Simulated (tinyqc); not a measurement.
Comparisons within one model: Shockley-Read-Hall recombination through one deep level. A value that a table varies takes the place of the one given here.

One level at Et with degeneracy 1: tn = 1/(sn vth Nt), tp = 1/(sp_ vth Nt), n1 = Nc exp((Et - Eg)/kT), p1 = Nv exp(-Et/kT), ni^2 = n1 p1. Equilibrium n0 = Nm, p0 = ni^2/Nm; n = n0 + dn, p = p0 + dn. U = (n p - ni^2)/(tp (n + n1) + tn (p + p1)), lifetime dn/U; emission rates en = sn vth n1, ep = sp_ vth p1.

Constants: kB = 8.617333262e-05 eV/K.

Values chosen for the exercise (gap and densities of states near those of Si at this temperature; the results hold for these values, not for the real material):

| symbol | value | unit | meaning |
|---|---|---|---|
| E1 | 0.393 | eV | level (+1/0) above Ev |
| E2 | 0.621 | eV | level (0/-1) above Ev |
| gm | 2 |  | degeneracy of the middle state, the others 1 |
| T | 250 | K |  |
| Eg | 1.126 | eV | gap |
| Nc | 2.06e+19 | 1/cm^3 | conduction-band density of states |
| Nv | 9.25e+18 | 1/cm^3 | valence-band density of states |
| Nd | 2.8e+14 | 1/cm^3 | ionised shallow donors minus acceptors |
| Et | 0.621 | eV | recombination level above Ev |
| Nt | 8.5e+14 | 1/cm^3 | defects |
| sn | 5.2e-15 | cm^2 | electron capture cross-section |
| sp_ | 1.7e-14 | cm^2 | hole capture cross-section |
| vth | 21000000 | cm/s | thermal velocity, both carriers |
| Nm | 8.5e+15 | 1/cm^3 | equilibrium electrons for the lifetime steps |
| dn | 1.4e+12 | 1/cm^3 | excess pairs |

## Charge state against the Fermi level (deep level with several charge states)

Energies from Ev. The defect has charge states +1, 0, -1 with weights 1, gm exp((EF - E1)/kT), exp((2 EF - E1 - E2)/kT); the shares are the weights over their sum. Boltzmann carriers: n = Nc exp((EF - Eg)/kT), p = Nv exp(-EF/kT). Neutrality: p - n + Nd + Nt <q> = 0.

Shares:

| EF (eV) | +1 | 0 | -1 | <q> |
|---|---|---|---|---|
| 0.068 | 1.000 | 0.000 | 0.000 | 1.000 |
| 0.158 | 1.000 | 0.000 | 0.000 | 1.000 |
| 0.248 | 0.998 | 0.002 | 0.000 | 0.998 |
| 0.338 | 0.865 | 0.135 | 0.000 | 0.865 |
| 0.428 | 0.090 | 0.910 | 0.000 | 0.090 |
| 0.518 | 0.002 | 0.994 | 0.004 | -0.003 |
| 0.608 | 0.000 | 0.785 | 0.215 | -0.215 |
| 0.698 | 0.000 | 0.053 | 0.947 | -0.947 |
| 0.788 | 0.000 | 0.001 | 0.999 | -0.999 |
| 0.878 | 0.000 | 0.000 | 1.000 | -1.000 |
| 0.968 | 0.000 | 0.000 | 1.000 | -1.000 |
| 1.058 | 0.000 | 0.000 | 1.000 | -1.000 |

What can be read from the table?

Where the levels are several kT apart the middle state rules between about E1 - kT ln gm = 0.378 and E2 + kT ln gm = 0.636 eV; its largest share listed is 0.994. Each step spreads from 10 % to 90 % over 4.4 kT = 0.095 eV.

## Defects against doping (deep level with several charge states)

Nt takes the listed multiples of |Nd|; the resistivity uses mobilities of 1000 (electrons) and 300 (holes) cm^2/(V s), chosen for the exercise, and e = 1.602176634e-19 C.

Neutral state:

| Nt/\|Nd\| | EF (eV) | n (1/cm^3) | p (1/cm^3) | rho (ohm cm) |
|---|---|---|---|---|
| 0.01 | 0.8844 | 2.77e+14 | 13.7 | 22.5 |
| 0.10 | 0.8823 | 2.52e+14 | 15.1 | 24.8 |
| 0.30 | 0.8769 | 1.96e+14 | 19.4 | 31.8 |
| 0.60 | 0.8648 | 1.12e+14 | 34.0 | 55.7 |
| 0.90 | 0.8350 | 2.80e+13 | 136 | 223 |
| 1.10 | 0.6855 | 2.72e+10 | 1.40e+05 | 2.30e+05 |
| 1.50 | 0.6509 | 5.44e+09 | 7.00e+05 | 1.15e+06 |
| 3.00 | 0.6210 | 1.36e+09 | 2.80e+06 | 4.59e+06 |
| 10.00 | 0.5886 | 3.02e+08 | 1.26e+07 | 2.04e+07 |

What does this show, and why?

EF goes from 0.884 to 0.589 eV and the resistivity from 22.5 to 2.04e+07 ohm cm, with a largest value of 2.04e+07. The largest move of EF, -0.149 eV, comes between Nt/|Nd| = 0.9 and 1.1; the levels lie at 0.393 and 0.621 eV. A defect can take up to one carrier of either sign, so the doping can be cancelled no earlier than Nt = |Nd|, there only if EF lies well beyond the level that takes the carriers and otherwise at larger Nt (mean charge -0.10 in the last row).

## Lifetime against injection

Recombination:

| dn (1/cm^3) | lifetime (microsecond) | U (1/(cm^3 s)) |
|---|---|---|
| 1.0e+11 | 0.003296 | 3.03e+19 |
| 1.0e+12 | 0.003297 | 3.03e+20 |
| 1.0e+13 | 0.003308 | 3.02e+21 |
| 1.0e+14 | 0.003421 | 2.92e+22 |
| 1.0e+15 | 0.004429 | 2.26e+23 |
| 1.0e+16 | 0.009119 | 1.10e+24 |
| 1.0e+17 | 0.01322 | 7.56e+24 |
| 1.0e+18 | 0.01398 | 7.15e+25 |

How do the results move?

The lifetime rises from 0.003296 to 0.01398 microsecond; tn + tp = 0.01407. At low injection it is tp (1 + n1/n0) + tn p1/n0 with n1/Nm = 1.6e-07 and p1/Nm = 3.3e-10: re-emission is negligible, so minority capture alone counts. Auger and radiative paths are left out; they cut in at the highest injections, and in a doped direct-gap crystal the radiative one counts at all injections. dn = dp neglects trapped charge, which matters where the traps hold a charge comparable with dn, at low injection and with very unequal cross sections.

## Where a level does most harm

Et takes the values listed; G = Nt en ep/(en + ep) in a depleted region; the lifetime is for dn = 1e11 1/cm^3.

Results:

| Et (eV) | lifetime (microsecond) | G (1/(cm^3 s)) |
|---|---|---|
| 0.068 | 0.502 | 8.98e+05 |
| 0.158 | 0.0110 | 5.85e+07 |
| 0.248 | 0.00341 | 3.82e+09 |
| 0.338 | 0.00330 | 2.49e+11 |
| 0.428 | 0.00330 | 1.62e+13 |
| 0.518 | 0.00330 | 1.05e+15 |
| 0.608 | 0.00330 | 1.52e+15 |
| 0.698 | 0.00330 | 2.38e+13 |
| 0.788 | 0.00330 | 3.65e+11 |
| 0.878 | 0.00338 | 5.60e+09 |
| 0.968 | 0.00851 | 8.59e+07 |
| 1.058 | 0.343 | 1.32e+06 |

How do the results move?

Generation peaks where en = ep, at Eg/2 + (kT/2) ln(sp_ Nv/(sn Nc)) = 0.567 eV; the largest value listed is at 0.608 eV, and G falls by a decade for each 0.050 eV away from the peak. The lifetime is within a factor 2 of its minimum, 0.0033 microsecond, from 0.248 to 0.878 eV: recombination tolerates a wide range of Et, generation a narrow one.

## What moves lifetime and leakage

G = Nt en ep/(en + ep). Each row changes one parameter from the base and keeps the others.

Results:

| case | lifetime (microsecond) | G (1/(cm^3 s)) |
|---|---|---|
| base | 0.003297 | 8.44e+14 |
| Et = 0.661 eV | 0.003297 | 1.33e+14 |
| sn = 1.04e-14 cm^2 | 0.003296 | 8.47e+14 |
| sp_ = 3.4e-14 cm^2 | 0.001649 | 1.68e+15 |
| Nt = 4.25e+14 1/cm^3 | 0.006594 | 4.22e+14 |
| Nm = 2.55e+16 1/cm^3 | 0.003296 | 8.44e+14 |
| dn = 4.2e+12 1/cm^3 | 0.003301 | 8.44e+14 |

How do the results move?

The largest shifts from the base row, up to three for each result and ties (the steps differ in size, so this ranks the rows, not the parameters). lifetime (microsecond): Nt +0.00330, sp_ -0.00165, dn +3.55e-06; unchanged at the printed digits by Et. G (1/(cm^3 s)): sp_ +8.33e+14, Et -7.12e+14, Nt -4.22e+14; unchanged at the printed digits by Nm and dn.

Run: tinyqc, `OMP_NUM_THREADS=1 python tinyqc.py 1680178 1680179 out.jsonl`; Intel(R) Xeon(R) Processor @ 2.30GHz, one thread, shared host; about 0.01 s of CPU time with all checks.
